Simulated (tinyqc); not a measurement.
Worked calculation: polytypes and stacking faults of a tetrahedral semiconductor in an axial Ising model with couplings up to third neighbours. Computed by tinyqc, a small Python program that keeps every step. Command: `OMP_NUM_THREADS=1 python tinyqc.py 3015920 3015921 out.jsonl polytype walk`. One thread of a shared host (Intel(R) Xeon(R) Processor @ 2.30GHz), about 0.01 s of CPU time with the checks. Intermediate numbers are printed to about 5 digits and carried at full precision; extremes and crossings named in words are read from the listed rows.

Each double layer has s = +1 or -1 for the sense of its stacking step; E per pair of atoms = E0 - sum_n J_n <s_i s_(i+n)>, n = 1, 2, 3. Hexagonality h = (1 - <s_i s_(i+1)>)/2.

Inputs (values chosen for the exercise, of the order of those of GaAs for J, a, G and the gaps):
```
quantity,value,unit
J1,10.6,meV/pair
J2,-0.811,meV/pair
J3,-0.27,meV/pair
basal lattice constant a,4,angstrom
shear modulus G,47,GPa
Poisson ratio nu,0.18,-
gap of 3C,1.52,eV
gap of 4H,1.51,eV
binding energy of the fault level E_b,0.12,eV
in-plane mass m,0.33,m0
effective density of states N_c at 300 K,1.1e+19,1/cm^3
electron density n,1.3e+15,1/cm^3
temperature T,400,K
```

Host polytype: 3C.

Constants: 1 eV/angstrom^2 = 16.02176634 J/m^2; m_0 = 9.1093837015e-31 kg; hbar = 1.054571817e-34 J s; k_B = 1.380649e-23 J/K; k_B = 8.617333262e-05 eV/K.

## Energies of the polytypes

correlations of the repeat units 3C (+), 2H (+-), 4H (++--), 6H (+++---), 15R (+++--), 8H (++++----), 21R (++++---), 9R (++-):
```
,n = 1,n = 2,n = 3
3C,1.0000,1.0000,1.0000
2H,-1.0000,1.0000,-1.0000
4H,0.0000,-1.0000,0.0000
6H,0.3333,-0.3333,-1.0000
15R,0.2000,-0.6000,-0.6000
8H,0.5000,0.0000,-0.5000
21R,0.4286,-0.1429,-0.7143
9R,-0.3333,-0.3333,1.0000
```

E - E(3C) = sum_n J_n (1 - C_n), C_n = <s_i s_(i+n)>. The gap is taken linear in h between 3C (h = 0) and 4H (h = 1/2), a rough rule, with a dash beyond.

Polytypes:
```
polytype,h,E - E(3C) (meV/pair),gap by the linear rule (eV)
3C,0.0000,0.000,1.5200
2H,1.0000,20.660,-
4H,0.5000,8.708,1.5100
6H,0.3333,5.445,1.5133
15R,0.4000,6.750,1.5120
8H,0.2500,4.084,1.5150
21R,0.2857,4.667,1.5143
9R,0.6667,13.052,-
```

E(2H) - E(3C) = 20.66 meV/pair

E(4H) - E(3C) = 8.708 meV/pair

E(6H) - E(3C) = 5.4453 meV/pair

The lowest is 3C, 4.084 meV/pair below 8H. J1/|J2| = 13.07: for J3 = 0 and J2 < 0 the ground state is 2H below -2, 4H between -2 and 2, and 3C above 2; at 2 itself all periods with bands of two or more layers are degenerate.

## Back from three energies to J1, J2, J3

With d2, d4, d6 the energies of 2H, 4H, 6H over 3C: d2 = 2 J1 + 2 J3, d4 = J1 + 2 J2 + J3, d6 = (2/3) J1 + (4/3) J2 + 2 J3, so J2 = (d4 - d2/2)/2, J3 = (3/4)(d6 - (2/3) d4), J1 = d2/2 - J3.

J1 recovered = 10.6 meV/pair

J2 recovered = -0.811 meV/pair

J3 recovered = -0.27000 meV/pair

## Stacking-fault energies

fault coefficients k_n:
```
,J1,J2,J3
intrinsic,4,4,4
extrinsic,4,8,8
twin boundary,2,4,6
```

Faults in 3C: the sequences intrinsic (-), extrinsic (--), twin boundary (+ turns to -) are put between perfect repeats; k_n = (layers x C_n of the host) - sum_i s_i s_(i+n). gamma = sum k_n J_n/A, A = (sqrt 3/2) a^2; 1 meV/angstrom^2 = 16.02177 mJ/m^2.

gamma (mJ/m^2): intrinsic 44.026, extrinsic 39.026, twin boundary 18.889

energy of the glide fault, intrinsic = 44.026 mJ/m^2

The cheapest is the twin boundary fault.

## Splitting of a basal screw dislocation

Screw line, bounded by the intrinsic fault of energy gamma: b = a, partials b_p = a/sqrt 3; d = G b_p^2 (2 - 3 nu)/(8 pi gamma (1 - nu)). One partial is driven off by the shear stress gamma/b_p along its Burgers vector.

splitting width d = 4.0335 nm

stress to open the fault = 190.64 MPa

## Electronic energy gained by the fault

The fault binds electrons in a two-dimensional band E_b below the conduction edge, g2 = m m0/(pi hbar^2) for one valley. With the Fermi level held by the bulk, eta = ln[n/N_c(T)], N_c(T) = N_c (T/300)^1.5, the grand potential falls by g2 (k_B T)^2 F1(x), x = eta + E_b/(k_B T), F1(x) = integral from 0 to infinity of ln(1 + exp(x - t)) dt; sheet density g2 k_B T ln(1 + e^x). Band bending by the trapped charge is left out, so the gain is an upper bound. Net fault energy = gamma of the intrinsic fault less the electronic gain.

x = -5.9935

sheet density = 1.1841e+10 1/cm^2

electronic gain = 6.5432e-04 mJ/m^2

net fault energy = 44.026 mJ/m^2

The gain offsets 0.0015 % of the fault energy. Caution: rows with n above 0.3 N_c(T) are near degeneracy, where eta = ln(n/N_c) underestimates the Fermi level.

## Gain against electron density

The formulas are those given above.

At T:
```
n (1/cm^3),x,sheet density (1/cm^2),gain (mJ/m^2),gain/gamma,gain/gamma at T + 200 K
1.00e+14,-8.5584,9.1187e+08,5.0362e-05,1.1439e-06,4.3901e-07
1.00e+15,-6.2558,9.1109e+09,5.0340e-04,1.1434e-05,4.3898e-06
1.00e+16,-3.9532,9.0332e+10,5.0124e-03,1.1385e-04,4.3865e-05
1.00e+17,-1.6506,8.3425e+11,4.8134e-02,1.0933e-03,4.3547e-04
1.00e+18,0.6519,5.0906e+12,3.6529e-01,8.2971e-03,4.0751e-03
5.00e+18,2.2614,1.1216e+13,1.0760e+00,2.4439e-02,1.6491e-02
2.00e+19,3.6477,1.7455e+13,2.1706e+00,4.9303e-02,4.3760e-02
```

For x well below 0 the gain is k_B T times the sheet density and linear in n; for x well above 0 the well fills and the gain grows only about as x^2. It stays below the fault energy in all rows; 200 K more changes it by a factor 0.39 at 1e16.

Checks made by the program: the recovered constants (relative difference below 1e-10).
